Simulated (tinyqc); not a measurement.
Potential-pH (Pourbaix) lines of a metal, its cation, its oxide and an oxyanion, with a complexing ligand: one step, computed by the program tinyqc. Command: `OMP_NUM_THREADS=1 python tinyqc.py 3015571 3015572 out.jsonl pourb walk`. One thread of a shared host (Intel(R) Xeon(R) Processor @ 2.30GHz), about 0.02 s of CPU time with the checks.

Potentials are against the standard hydrogen electrode; solids and water have unit activity; dG_f of M, H+ and the electron is zero; F = e N_A and s = R T ln(10)/F. The cation carries z = 2.

Task: The stable species at (pH, E). M2+ + 2e = M; MO + 2H+ + 2e = M + H2O; MO2(2-) + 4H+ + 2e = M + 2H2O. For each, E0 = -dG/(z F), and E = E0 + (s/z) log10 a - (s n_H/z) pH, with no activity term for the oxide. The metal is stable below the lowest of the three lines; above it, the species of the lowest line is stable. Water lines at 1 bar: hydrogen E = -s pH, oxygen E = -dG_f(water)/(2F) - s pH.

Inputs (values chosen for the exercise, modelled on iron): dG_f of water = -237.14 kJ/mol; temperature T = 298.15 K; log10 of the dissolved activity a = -6; pH = 1.9; potential E = -0.47 V.

Species: M, M2+, MO, MO2(2-).

E0 (V): cation -0.4008381, oxide -0.0830178, oxyanion 0.8835540

s = 0.05915935 V

Constants: e = 1.602176634e-19 C; N_A = 6.02214076e+23 1/mol.

Give: lines at this pH; upper limit of immunity; hydrogen line; oxygen line; E above the limit of immunity.

Result:

lines at this pH (V): cation -0.5783, oxide -0.1954, oxyanion 0.4813

upper limit of immunity = -0.5783 V

hydrogen line = -0.1124 V

oxygen line = 1.116 V

E above the limit of immunity = 0.1083 V

Stable here: the cation (corrosion). The point lies outside the stability range of water. Water itself can oxidise the metal at this pH. Caution: other oxidation states, hydroxides and hydrides are left out, and the lines say nothing of rates.
